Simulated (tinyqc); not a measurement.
Small-signal admittance of a forward-biased p+-n diode: one step of the calculation.

Holes injected into a neutral base of width wb with an ohmic contact at its end; low injection, p0 far above the equilibrium density. A small voltage v exp(i w t), w = 2 pi f, modulates the edge density by p0 v/Vt, and the small-signal density obeys Dp d2p/dx2 = (1/tau + i w) p.

Problem. The same by finite differences. 6 equal intervals, h = wb/6; u = small-signal density over its edge value, u_0 = 1, u_6 = 0; u_(i-1) + b u_i + u_(i+1) = 0 with b = -2 - h^2 (1/tau + i w)/Dp; Y = (q Dp p0/(Vt h)) (-b/2 - u_1), which includes the half box at the edge.

Parameters, values chosen for the exercise; permittivity close to that of gallium arsenide:
- T = 300 K (temperature)
- Dp = 6.1 cm^2/s (hole diffusion coefficient)
- tau = 5e-9 s (hole lifetime)
- wb = 5.1 um (width of the neutral base)
- p0 = 5.7e14 cm^-3 (excess hole density at the junction edge)
- f = 2.4e7 Hz (signal frequency)

Constants: q = 1.602176634e-19 C, kB = 1.380649e-23 J/K, Vt = kB T/q. Results are converted to the units shown.

Wanted: b; u; Y on the mesh.

Solution.

b = -2.2369-0.1786i
u, node 1 to 5: 0.59073-0.09751i  0.33880-0.11261i  0.18725-0.09387i  0.09682-0.06393i  0.04074-0.03183i
Y on the mesh = 133.78+47.36i S/cm^2

tinyqc, about 0.01 s, one thread, Intel Xeon 2.30GHz (shared host): `OMP_NUM_THREADS=1 python tinyqc.py 2890202 2890203 out.jsonl`
